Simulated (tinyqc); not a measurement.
Mesh size and shift: special k points of the bcc lattice.

Lattice vectors in units of a: a1 = (-1/2, 1/2, 1/2), a2 = (1/2, -1/2, 1/2), a3 = (1/2, 1/2, -1/2); reciprocal vectors b_i with a_i . b_j = 2 pi delta_ij. Mesh: k = sum_i f_i b_i with f_i = (2 j_i + shift)/(2 N), j_i = 0 .. N-1. The point group of the lattice has 48 operations; only those that map the mesh onto itself are used.

A_m(k) = sum over the m-th star of lattice vectors R of cos(k . R), stars in order of length: m = 1: |R|^2 = 0.75, 8 vectors, such as (1, 1, 1) in the basis a_i; m = 2: |R|^2 = 1, 6 vectors, such as (1, 1, 0) in the basis a_i; m = 3: |R|^2 = 2, 12 vectors, such as (2, 1, 1) in the basis a_i; m = 4: |R|^2 = 2.75, 24 vectors, such as (2, 2, 1) in the basis a_i; m = 5: |R|^2 = 3, 8 vectors, such as (2, 2, 2) in the basis a_i; m = 6: |R|^2 = 4, 6 vectors, such as (2, 2, 0) in the basis a_i. The zone mean of every A_m is zero.

Test function, the lower band of a two-band insulator: E(k) = -sqrt(D^2 + (e0 - t A_1(k))^2).

Parameters, chosen for this exercise:
- D = 2.61 eV (half gap term)
- t = 0.34 eV (coupling)
- e0 = 1.49 eV (offset)

Errors of the mean of E against the unshifted mesh with N = 24. The fifth column is |R|^2 of the shortest star with a non-zero mean.

Meshes:
```
mesh,points,irreducible,operations,|R|^2 missed,error (meV)
1 Gamma,1,1,48,0.75,236.325
1 shifted,1,1,48,0.75,-1831.770
2 Gamma,8,3,48,3.00,-112.227
2 shifted,8,2,48,3.00,116.271
3 Gamma,27,4,48,6.75,-3.077
3 shifted,27,4,48,6.75,3.821
4 Gamma,64,8,48,12.00,0.138
4 shifted,64,6,48,12.00,-0.228
5 Gamma,125,10,48,18.75,0.007
5 shifted,125,10,48,18.75,-0.001
6 Gamma,216,16,48,>24,-0.002
6 shifted,216,14,48,>24,0.002
```

reference mean = -3.12163 eV

How do the results move, and what explains it?

The shifted mesh has the smaller error for 1 of 6 values of N and the larger for 4; the rest agree at the printed digits. The cheapest mesh within 1 meV is 4 shifted, with 6 irreducible points. A mesh misses the lattice vectors N (n1 a1 + n2 a2 + ...); the half shift gives each the sign (-1)^(n1 + n2 + ...), so the 8 shortest ones add up to -8 in place of 8: their term only changes sign. The shift keeps the full symmetry; it leaves fewer irreducible points for N = 2, 4 and 6.

(tinyqc, `OMP_NUM_THREADS=1 python tinyqc.py 1682206 1682207 out.jsonl`, Intel(R) Xeon(R) Processor @ 2.30GHz, 1 thread, shared host, about 0.1 s.)
